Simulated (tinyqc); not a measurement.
From correlation length xi back to coupling J: square-lattice Ising model by mean field, Bethe lattice, transfer matrix, exact enumeration and Monte Carlo steps. Computed by tinyqc, a small Python program. Command: `OMP_NUM_THREADS=1 python tinyqc.py 3028874 3028875 out.jsonl ising inv`. One thread of a shared host (Intel(R) Xeon(R) Processor @ 2.30GHz), about 0.08 s of CPU time with the checks.

H = -J sum over nearest pairs s_i s_j, s = +-1, no field, periodic boundaries; energies per site are in J. As a lattice gas or an alloy, s marks which species holds the site.

Inputs (values chosen for the exercise, for a model lattice): temperature T = 322 K; strip width w = 2.

Constants: k_B = 8.617333262e-05 eV/K.

Method:
- K = J/(k_B T). Onsager: k_B T_c/J = 2/ln(1 + sqrt 2); mean field: 4; Bethe lattice with z = 4: 2/ln 2.
- Strip of w sites, periodic across (for w = 2 the pair is joined by two bonds): T(s, s') = exp(K [sum_i s_i s'_i + (r(s) + r(s'))/2]), r(s) = sum_i s_i s_(i+1).
- With the eigenvalues l1 > l2: -f/(k_B T) = ln(l1)/w per site; xi = 1/ln(l1/l2) rows.

Question. A run gave the result below. Find the coupling J, known to lie between 7.9 and 12 meV.

correlation length xi = 1.578417

Answer.

Each step takes the trial c = (a f_b - b f_a)/(f_b - f_a), f being the result less the target and a, b, c the logarithms of the listed values; c replaces end b, the old b replaces a if the sign of f changed, and otherwise f_a is halved.

Scan of the range:
```
coupling J (meV)  correlation length xi
7.90                            1.12512
8.47                            1.23515
9.08                            1.36515
9.74                            1.52171
10.40                           1.69672
11.20                           1.93659
12.00                           2.21072
```

False position (Illinois rule, in the logarithm of the input) inside the bracket:
```
step    end a    end b    trial  correlation length xi
1      9.7400  10.4000  9.94913                1.57507
2     10.4000   9.9491  9.96126                1.57823
3     10.4000   9.9613  9.96265                1.57859
4      9.9613   9.9626  9.96200                1.57842
5      9.9626   9.9620  9.96200                1.57842
```

Correlation length xi rises at every point of a 13-point scan of the range (every second point is shown), so one value fits; it is bracketed by 9.74 and 10.4. Answer: coupling J = 9.962 meV.
